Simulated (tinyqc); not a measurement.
Worked calculation: avalanche multiplication and breakdown of a junction from ionisation integrals. Computed by tinyqc, a small Python program that keeps every step. Command: `OMP_NUM_THREADS=1 python tinyqc.py 3027175 3027176 out.jsonl impact walk`. One thread of a shared host (Intel(R) Xeon(R) Processor @ 2.30GHz), about 0.01 s of CPU time with the checks. Intermediate numbers are printed to about 5 digits and carried at full precision; extremes and crossings named in words are read from the listed rows.

Ionisation coefficients follow the local field. Position x runs through the depletion layer from the p side (x = 0), where electrons enter, to the n side (x = w), where holes enter. The built-in voltage is neglected.

Inputs (values chosen for the exercise, modelled on GaN):

| quantity | value | unit |
|---|---|---|
| electron prefactor a_n | 4.91e+08 | 1/cm |
| electron field b_n | 3.34e+07 | V/cm |
| hole prefactor a_p | 7.3e+06 | 1/cm |
| hole field b_p | 1.5e+07 | V/cm |
| exponent c | 1 | - |
| permittivity eps | 9.7 | - |
| layer width W | 0.65 | micrometre |
| bias as a fraction of the breakdown voltage | 0.9 | - |

Junction: p-i-n with uniform field.

Constants: e = 1.602176634e-19 C; eps_0 = 8.8541878128e-12 F/m.

## Breakdown

alpha_n = a_n exp(-(b_n/F)^c), alpha_p = a_p exp(-(b_p/F)^c). Uniform field F = F_m, w = W, V = F_m W. With Phi(x) = int_0^x (alpha_n - alpha_p) dx': 1 - 1/M_n = I_n = int_0^w alpha_n exp(-Phi) dx and M_p = M_n exp(-Phi(w)); trapezoid rule on 401 even points; breakdown at I_n = 1. Solve I_n(F_m) = 1.

critical field F_m = 2.8587 MV/cm

width at breakdown = 0.65 micrometre

breakdown voltage = 185.81 V

## Coefficients at the critical field

The formulas are those given above.

alpha_n = 4139.2 1/cm

alpha_p = 38415 1/cm

ratio k = alpha_p/alpha_n = 9.2809

shorter ionisation length = 0.26031 micrometre

Holes ionise more readily at the peak field. For a uniform field the condition reads (alpha_n - alpha_p) W = ln(alpha_n/alpha_p): -2.2280 against -2.2280.

## Field and integrand below breakdown

Bias V = fraction times the breakdown voltage.

peak field = 2.5728 MV/cm

Every 50th point:

| x (micrometre) | F (MV/cm) | alpha_n (1/cm) | alpha_p (1/cm) | Phi | I_n up to x |
|---|---|---|---|---|---|
| 0.00000 | 2.5728 | 1130.1 | 21444 | 0.0000 | 0.00000 |
| 0.08125 | 2.5728 | 1130.1 | 21444 | -0.1650 | 0.00998 |
| 0.16250 | 2.5728 | 1130.1 | 21444 | -0.3301 | 0.02176 |
| 0.24375 | 2.5728 | 1130.1 | 21444 | -0.4951 | 0.03565 |
| 0.32500 | 2.5728 | 1130.1 | 21444 | -0.6602 | 0.05203 |
| 0.40625 | 2.5728 | 1130.1 | 21444 | -0.8252 | 0.07135 |
| 0.48750 | 2.5728 | 1130.1 | 21444 | -0.9903 | 0.09413 |
| 0.56875 | 2.5728 | 1130.1 | 21444 | -1.1553 | 0.12101 |
| 0.65000 | 2.5728 | 1130.1 | 21444 | -1.3204 | 0.15271 |

## Multiplication and noise

M_n = 1/(1 - I_n), M_p = M_n exp(-Phi(w)); McIntyre excess noise for the carrier with the larger M, F_x = k M + (1 - k)(2 - 1/M), with k = (smaller M - 1)/(larger M - 1).

M_n = 1.1802

M_p = 4.4198

effective k = 0.052701

excess noise factor = 1.9132

Injecting holes gives the larger gain and, at equal gain, the lower noise.

## Gain against bias and Miller's formula

Miller's exponent n is defined by 1 - 1/M = (V/V_B)^n for the larger M.

Gain:

| V/V_B | V (V) | F_m (MV/cm) | M_n | M_p | Miller exponent n |
|---|---|---|---|---|---|
| 0.50 | 92.91 | 1.4293 | 1.0000 | 1.013 | 6.2593 |
| 0.60 | 111.49 | 1.7152 | 1.0001 | 1.078 | 5.1299 |
| 0.70 | 130.07 | 2.0011 | 1.0021 | 1.302 | 4.0981 |
| 0.80 | 148.65 | 2.2869 | 1.0209 | 1.971 | 3.1717 |
| 0.90 | 167.23 | 2.5728 | 1.1802 | 4.420 | 2.4346 |
| 0.95 | 176.52 | 2.7157 | 1.6528 | 9.501 | 2.1681 |
| 0.98 | 182.10 | 2.8015 | 3.2394 | 24.701 | 2.0456 |
| 0.99 | 183.96 | 2.8301 | 5.9449 | 49.976 | 2.0111 |

The larger gain passes 2 between 0.800 and 0.900 of V_B and reaches 50.0 at 0.99. Miller's exponent runs from 2.0 to 6.3, so it is not a constant: a fit holds over a narrow range only. From the first row to the last the voltage grows by a factor 1.98 and the peak field by 1.98.

Checks made by the program: the hole form of the condition, int alpha_p exp(Phi(w) - Phi) dx = 1 (relative difference 2e-06).
